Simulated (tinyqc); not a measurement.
## Abrupt p-n junction, non-linear Poisson equation by Newton steps: starts and damping rules compared

One dimension, p side on the left, n side on the right; net doping C = -Na for x < 0 and +Nd for x > 0. The potential psi is counted from the intrinsic level, and the quasi-Fermi potentials are flat: 0 for holes and -V for electrons, so n = ni exp((psi + V)/Vt) and p = ni exp(-psi/Vt) (Boltzmann statistics, full ionisation, no current). Under reverse bias this makes the minority densities vanishingly small everywhere; they play no part in the charge.

a_i = eps0 eps_r/h_i for the interval from node i to i + 1, with h_i = x_(i+1) - x_i in cm.

n_i = ni exp((psi_i + V)/Vt), p_i = ni exp(-psi_i/Vt), rho_i = p_i - n_i + C_i, g_i = (n_i + p_i)/Vt. Box widths w_i = (h_(i-1) + h_i)/2 in cm. Residual F_i = a_i (psi_(i+1) - psi_i) - a_(i-1) (psi_i - psi_(i-1)) + q rho_i w_i; Jacobian: a_(i-1) and a_i beside the diagonal, b_i = -a_(i-1) - a_i - q g_i w_i on it. The two end nodes are fixed.

Iterations until the largest undamped |d| is below 1e-9 V (the last, tiny step is counted), with a cap of 100; "overflow" would mean that an exponential left the range of double precision. Starts:
- neutral: psi_p = -Vt ln(Na/ni) on nodes with x < 0 and psi_n = Vt ln(Nd/ni) - V on the others.
- depletion: The parabolas of an abrupt Na-Nd junction in the depletion approximation: psi_p + q Na (x + xp)^2/(2 eps0 eps_r) for -xp < x < 0, psi_n - q Nd (xn - x)^2/(2 eps0 eps_r) for 0 < x < xn, flat outside, with W = sqrt(2 eps0 eps_r (psi_n - psi_p)(1/Na + 1/Nd)/q), xp = W Nd/(Na + Nd), xn = W Na/(Na + Nd), psi_p = -Vt ln(Na/ni), psi_n = Vt ln(Nd/ni) - V.
- linear: A straight line in x from psi_p = -Vt ln(Na/ni) at the first node to psi_n = Vt ln(Nd/ni) - V at the last.

Rules for the step d, which solves the tridiagonal system a_(i-1) d_(i-1) + b_i d_i + a_i d_(i+1) = -F_i:
- full Newton steps: the full step is added.
- logarithmic damping: each component d is damped to sign(d) Vt ln(1 + |d|/Vt) before it is added.
- steps capped at 4 Vt: if the largest |d| exceeds 4 Vt, the whole step is scaled down so that it equals 4 Vt.
- halved steps: half of the step is added while the largest |d| exceeds 1.5 Vt, the full step after that.

Parameters, values chosen for the exercise; band and dielectric values close to those of gallium nitride: temperature T = 300 K; band gap Eg = 3.41 eV; relative permittivity eps_r = 9.58; conduction-band density of states at T Nc = 2.33e18 cm^-3; valence-band density of states at T Nv = 4.53e19 cm^-3; acceptor density of the p side Na = 2.1e15 cm^-3; donor density of the n side Nd = 5.5e17 cm^-3; bias of the p side against the n side V = -0.8 V.

Constants: q = 1.602176634e-19 C, kB = 1.380649e-23 J/K, Vt = kB T/q, eps0 = 8.8541878128e-14 F/cm where lengths are in cm. Results are converted to the units shown.

```
node,x (nm),net doping C (cm^-3)
0,-2670,-2.1e15
1,-588,-2.1e15
2,-127,-2.1e15
3,-25.1,-2.1e15
4,-2.5,-2.1e15
5,2.5,5.5e17
6,8.32,5.5e17
7,15.1,5.5e17
8,23,5.5e17
9,32.2,5.5e17
10,43,5.5e17
```

ni = 2.33877e-10 cm^-3

Iterations needed:
```
,full Newton steps,logarithmic damping,steps capped at 4 Vt,halved steps
neutral,8,44,42,14
depletion,6,17,11,9
linear,7,33,26,10
```

What does the comparison show?

The fewest iterations, 6, are needed by full Newton steps from the depletion start. Every pairing converges. Lowest count for the worst start: full Newton steps, at most 8 iterations.

Computed by the program tinyqc: `OMP_NUM_THREADS=1 python tinyqc.py 2000049 2000050 out.jsonl`, one thread of a shared Intel Xeon 2.30GHz, about 0.04 s for the whole run.
